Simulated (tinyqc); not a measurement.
# Pull-up strength from the switching point

Question. Transistor (EKV form, voltages against the body): I = 2 n b Vt^2 [F(vp - Vs) - F(vp - Vd)] from drain to source, F(v) = ln^2(1 + exp(v/(2 Vt))), vp = (Vg - VT + sg |Vd - Vs|)/n. n-channel bodies are at 0; for the p-channel device all voltages are counted down from Vdd. b in uA/V^2 gives I in uA. In an inverter In(Vg = Vd = VM) equals Ip at the switching point VM. Find bp and the current there.

Inputs (values chosen for the exercise): temperature T = 300 K; supply voltage Vdd = 0.7 V; slope factor n = 1.18; drain-induced barrier lowering sg = 0.083; n-channel threshold VTn = 0.44 V; p-channel threshold (magnitude) VTp = 0.26 V; gain factor of the pull-down transistor bn = 400 uA/V^2.

Constants: q = 1.602176634e-19 C, kB = 1.380649e-23 J/K, Vt = kB T/q. Results are converted to the units shown.

VM = 0.438846690 V

Answer. Ip is proportional to bp, so bp is In(VM) over the p-channel current for unit b.

bp = 520 uA/V^2
current at VM = 0.661 uA

tinyqc, about 0.06 s, one thread, Intel Xeon 2.30GHz (shared host): `OMP_NUM_THREADS=1 python tinyqc.py 2340157 2340158 out.jsonl`
